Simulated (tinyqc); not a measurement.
Carrier lifetime of a p-type layer with SRH, radiative, Auger and surface recombination: effect of the temperature at dn = 1e14 cm^-3.

Uniform excess density dn = dp (no trapping), n = n0 + dn, p = p0 + dn, Boltzmann statistics, full ionisation. Surfaces enter as a rate 2 S dn/d, which holds while diffusion to them is fast.

Nc and Nv are given at 350 K and scale as (T/350 K)^1.5; all else is held fixed. ni = sqrt(Nc Nv) exp(-Eg/(2 Vt)), Eg in volts; majority density N/2 + sqrt(N^2/4 + ni^2), n0 p0 = ni^2; n1 = Nc exp(-Et/Vt), p1 = Nv exp((Et - Eg)/Vt); tn0 = 1/(sn vth Nt), tp0 = 1/(sp vth Nt). With e = n p - ni^2 = dn (n0 + p0 + dn): U_SRH = e/(tp0 (n + n1) + tn0 (p + p1)), U_rad = B e, U_Aug = (Cn n + Cp p) e, U_s = 2 S dn/d. Each tau is dn over its rate; tau = dn/U with U the sum. Here dn = 1e14 cm^-3.

Inputs (values chosen for the exercise); band and dielectric values those of a made-up semiconductor: band gap Eg = 1.14 eV; conduction-band density of states at the reference temperature Nc = 3.69e19 cm^-3; valence-band density of states at the reference temperature Nv = 3.98e19 cm^-3; radiative coefficient B = 4.89e-15 cm^3/s; acceptor density N = 9.9e16 cm^-3; Auger coefficient (two electrons) Cn = 3.9e-31 cm^6/s; Auger coefficient (two holes) Cp = 8.4e-32 cm^6/s; trap density Nt = 3e11 cm^-3; capture cross-section for electrons sn = 5e-16 cm^2; capture cross-section for holes sp = 5e-15 cm^2; thermal velocity (both carriers) vth = 2.3e7 cm/s; trap level below the conduction band Et = 0.87 eV; surface recombination velocity (both faces) S = 300 cm/s; sample thickness d = 70 um.

Constants: q = 1.602176634e-19 C, kB = 1.380649e-23 J/K, Vt = kB T/q. Results are converted to the units shown.

The same in every row: tau_s (s) = 1.167e-5.

Results:
```
T (K),tau_SRH (s),tau_rad (s),tau_Aug (s),tau (s),radiative share (%),largest path
200,2.899e-4,0.002064,0.001207,1.105e-5,0.5356,surface
240,2.900e-4,0.002064,0.001207,1.105e-5,0.5356,surface
320,2.956e-4,0.002064,0.001207,1.106e-5,0.5360,surface
360,3.100e-4,0.002064,0.001207,1.108e-5,0.5369,surface
400,3.463e-4,0.002064,0.001207,1.112e-5,0.5389,surface
440,4.225e-4,0.002064,0.001207,1.119e-5,0.5421,surface
480,5.633e-4,0.002064,0.001207,1.126e-5,0.5457,surface
```

Estimate the missing row, T = 280 K.

Computed row:
```
T (K),tau_SRH (s),tau_rad (s),tau_Aug (s),tau (s),radiative share (%),largest path
280,2.910e-4,0.002064,0.001207,1.105e-5,0.5357,surface
```

With this row back in the table: Surface recombination leads at T = 200 and in all other rows. tau_SRH rises from 2.90e-4 to 5.63e-4 s and the total lifetime rises from 1.11e-5 to 1.13e-5 s.

Numbers from tinyqc (`OMP_NUM_THREADS=1 python tinyqc.py 2300152 2300153 out.jsonl`; about 0.01 s on one thread of a shared Intel Xeon 2.30GHz).
